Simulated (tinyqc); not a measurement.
Inside a calculation. Model: undoped symmetric double-gate MOSFET, analytic potential model.

Numbers from tinyqc (`OMP_NUM_THREADS=1 python tinyqc.py 2440023 2440024 out.jsonl`; about 0.02 s on one thread of a shared Intel Xeon 2.30GHz). Printed values are rounded.

An undoped body of thickness ts between two equal insulators and tied gates; long channel, electrons only, n = ni exp((psi - V)/Vt) with V the quasi-Fermi potential (0 at the source, Vd at the drain), constant mobility, no quantisation. Across the body psi(x) = V - 2 Vt ln[(ts/(2 beta)) sqrt(q ni/(2 eps0 eps_r Vt)) cos(2 beta x/ts)], x from the centre. Q is the electron charge per area of the whole body.

Parameters, values chosen for the exercise; material values close to those of silicon:
```
symbol    value        unit                                             meaning
T           300           K                                         temperature
Eg         1.12          eV                                            band gap
eps_r      11.7                      relative permittivity of the semiconductor
Nc      2.78e19       cm^-3              conduction-band density of states at T
Nv      2.64e19       cm^-3                 valence-band density of states at T
eox        3.96                     relative permittivity of the gate insulator
tox         1.5          nm                                 insulator thickness
ts            6          nm                                      body thickness
dphi       0.23           V  gate work function less that of the intrinsic body
mu          100  cm^2/(V s)                                    channel mobility
L           0.2          um                                         gate length
Vg         0.62           V                                        gate voltage
Vd          0.1           V                                       drain voltage
```

Constants: q = 1.602176634e-19 C, kB = 1.380649e-23 J/K, Vt = kB T/q, eps0 = 8.8541878128e-14 F/cm where lengths are in cm. Results are converted to the units shown.

Range of the model: In a body this thin, quantum confinement raises the threshold; it is left out.

## Constants of the body

ni = sqrt(Nc Nv) exp(-Eg/(2 Vt)), Eg in volts; r = eps_r tox/(eox ts); V0 = dphi + 2 Vt ln[(2/ts) sqrt(2 eps0 eps_r Vt/(q ni))].

ni = 1.059835e10 cm^-3
r = 0.7386364
V0 = 0.7386335 V

## Iteration 1: beta at the source by Newton steps in z = ln(tan beta)

z at the start = 2

With V = 0, t = exp(z), beta = arctan(t): f = ln(beta) + (1/2) ln(1 + t^2) + 2 r beta t - (Vg - V0)/(2 Vt); with c = t/(1 + t^2), df/dz = c/beta + t c + 2 r t (c + beta); z(new) = z - f/(df/dz).

beta = 1.436278
f = 20.34352
df/dz = 18.20316
z after iteration 1 = 0.8824183

## Iteration 2: beta at the source by Newton steps in z = ln(tan beta)

As before.

beta = 1.178466
f = 7.627466
df/dz = 6.622258
z after iteration 2 = -0.2693739

## Course of the iteration: beta at the source by Newton steps in z = ln(tan beta)

Stop when z changes by less than 1e-11, or after 60 iterations.

Course of the iteration:
```
iteration           z  |change|
1           0.8824183      1.12
2          -0.2693739      1.15
3           -1.455572      1.19
4           -2.246111     0.791
5           -2.310456    0.0643
6           -2.310596   1.39e-4
7           -2.310596  6.00e-10
8           -2.310596   < 1e-12
```

Converged in 8 iterations. At the end the number of correct digits about doubles with each step.

## Charges and drain current

beta_s = 0.09887863
beta_d = 0.01456723

beta (between 0 and pi/2) solves (Vg - V0 - V)/(2 Vt) = ln(beta) - ln(cos beta) + 2 r beta tan(beta). Q = 8 eps0 eps_r Vt beta tan(beta)/ts; I = mu (1/L)(4 eps0 eps_r/ts)(2 Vt)^2 [g(beta_s) - g(beta_d)] per width, g = beta tan(beta) - beta^2/2 + r beta^2 tan^2(beta), with beta_s at V = 0 and beta_d at V = Vd.

Qs = 3.502603 nC/cm^2
Qd = 0.07577953 nC/cm^2
g(beta_s) = 0.004991549
g(beta_d) = 1.061503e-4
I = 0.04509845 uA/um

The term r beta^2 tan^2(beta), which gives the square law, makes up 1.42 % of g at the source.

## Potential and electron density across the body at the source

x/ts, point 0 to 6: 0  0.1  0.2  0.3  0.4  0.45  0.5

psi(x) as above with V = 0 and beta = beta_s; n = ni exp(psi/Vt).

```
point    psi (V)    n (cm^-3)
0      0.3889976  3.631706e16
1      0.3890077  3.633127e16
2      0.3890381  3.637393e16
3      0.3890887  3.644519e16
4      0.3891595  3.654526e16
5      0.3892026  3.660620e16
6      0.3892508  3.667446e16
```

The density at the surface is 1.01 times that at the centre (1/cos^2 beta).
